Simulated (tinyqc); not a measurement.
# Worked calculation: band bending at a free surface with a continuum of surface states, surface photovoltage and Kelvin probe

Computed by the program tinyqc: `OMP_NUM_THREADS=1 python tinyqc.py 2430072 2430073 out.jsonl`, one thread of a shared Intel Xeon 2.30GHz, about 0.01 s for the whole run. Printed values are rounded.

n-type bulk, xi = Ec - EF = Vt ln(Nc/Nd), p0 = ni^2/Nd, ni = sqrt(Nc Nv) exp(-Eg/(2 Vt)), Eg in volts. b is the upward band bending, u = b/Vt. Space charge per area, in units of q: Qc = sign(b) sqrt((2 eps0 eps_r Vt/q) [(Nd + dn)(exp(-u) - 1) + Nd u + (p0 + dn)(exp(u) - 1)]), with dn the excess density under light (flat quasi-Fermi levels; 0 in the dark). The states hold -Ds (E0 - xi - b): negative while the Fermi level lies above the neutrality level. Neutrality: Qc + Qf + (charge of the states) = 0.

Values chosen for this exercise; band and dielectric values close to those of silicon:
- T = 300 K (temperature)
- Eg = 1.12 eV (band gap)
- eps_r = 11.7 (relative permittivity)
- Nc = 2.82e19 cm^-3 (conduction-band density of states at T)
- Nv = 2.67e19 cm^-3 (valence-band density of states at T)
- chi = 4.09 eV (electron affinity)
- Nd = 6.7e15 cm^-3 (donor density)
- Qf = 6.3e10 cm^-2 (fixed positive charge at the surface)
- pt = 4.92 eV (work function of the probe tip)
- Ds = 5.6e13 cm^-2 eV^-1 (density of surface states)
- E0 = 0.37 eV (depth of their neutrality level below the conduction edge)
- dn = 7.4e13 cm^-3 (excess carrier density under light)

Constants: q = 1.602176634e-19 C, kB = 1.380649e-23 J/K, Vt = kB T/q, eps0 = 8.8541878128e-14 F/cm where lengths are in cm. Results are converted to the units shown.

## Bulk quantities

xi, ni, p0, the Debye length sqrt(eps0 eps_r Vt/(q Nd)) and the flat-band work function chi + xi.

xi = 0.2157342 eV
ni = 1.073481e10 cm^-3
p0 = 17199.41 cm^-3
Debye length = 49.94842 nm
chi + xi = 4.305734 eV

## Iteration 1: band bending in the dark

b at the start = 0.12 V

Newton step: b(new) = b - (Qc + Qf - Ds (E0 - xi - b))/(dQc/db + Ds), dQc/db = (eps0 eps_r/q) [Nd (1 - exp(-u)) + p0 exp(u)]/Qc.

b after iteration 1 = 0.1512611 V

## Iteration 2: band bending in the dark

As before.

b after iteration 2 = 0.1512788 V

## Course of the iteration

Stop when b changes by less than 1e-10 V, or after 40 iterations.

Course of the iteration:

| iteration | b (V) | change (V) |
|---|---|---|
| 1 | 0.1512611 | 0.0313 |
| 2 | 0.1512788 | 1.77e-5 |
| 3 | 0.1512788 | 4.43e-12 |

Converged in 3 iterations.

## Work function and Kelvin-probe reading

converged b = 0.1512788 V

Work function chi + xi + b; contact potential difference CPD = (work function of the sample) - pt. Depth of EF below Ec at the surface: xi + b. Depletion width Qc/Nd.

xi + b = 0.3670129 eV
Qc = 1.042769e11 cm^-2
Qc/Nd = 155.6372 nm
work function = 4.457013 eV
CPD = -462.9871 mV

The Fermi level lies 2.99 meV above the neutrality level.

## Surface photovoltage

Under chopped light the surface charge keeps its dark value, so b falls to bL with Qc(bL, dn) = Qc(b, 0); the photovoltage is b - bL. Qc rises with b, so bL follows by bisection.

bL = 0.1209519 V
photovoltage = 30.32685 mV
share of b removed = 20.04700 %
excess holes at the surface, dn exp(bL/Vt) = 7.964056e15 cm^-3
